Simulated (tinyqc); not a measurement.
Bandgap voltage reference from two bipolar transistors: one step of the calculation.

Two transistors of area 1 and N carry the same current I. Is(T) = Is (T/T0)^eta exp[(Vg0 q/kB)(1/T0 - 1/T)], VBE1 = Vt ln(I/Is(T)) + I rb, VBE2 = Vt ln(I/(N Is(T))) + I rb/N. The amplifier forces I R1(T) = VBE1 - VBE2 + Vos, with R(T) = R (1 + tc (T - T0)) for both resistors, and the output is Vref = VBE1 + I R2(T). Base currents and the Early effect are neglected.

Problem. Operating point at another temperature. Vt = kB T/q; I = (Vt ln N + Vos)/(R1(T) - rb (1 - 1/N)).

Values chosen for this exercise; values of the order met in silicon bipolar transistors:

| symbol | value | unit | meaning |
|---|---|---|---|
| T0 | 300 | K | reference temperature |
| Vg0 | 1.204 | V | band-gap voltage extrapolated to 0 K |
| eta | 3.1 |  | temperature exponent of the saturation current |
| Is | 3.5e-18 | A | saturation current of the unit transistor at T0 |
| N | 24 |  | area ratio of the second transistor |
| R1 | 10 | kohm | resistor across which the difference of VBE falls, at T0 |
| tc | 0 | ppm/K | temperature coefficient of both resistors |
| Vos | 0 | mV | offset of the amplifier |
| rb | 0 | ohm | series resistance of the unit transistor |
| R2 | 67.34 | kohm | output resistor at T0 |
| T | 398 | K | temperature |

Constants: q = 1.602176634e-19 C, kB = 1.380649e-23 J/K. Results are converted to the units shown.

Wanted: Vt; I; Is(T); VBE1; I R2; Vref.

Solution.

Vt = 0.03430 V
I = 10.90 uA
Is(T) = 8.035e-13 A
VBE1 = 0.5633 V
I R2 = 0.7340 V
Vref = 1.297 V

From T0 to T, VBE1 changes by -173 mV and I R2 by 181 mV, which leaves 7.62 mV in Vref.

Numbers from tinyqc (`OMP_NUM_THREADS=1 python tinyqc.py 2062015 2062016 out.jsonl`; about 0.03 s on one thread of a shared Intel Xeon 2.30GHz).
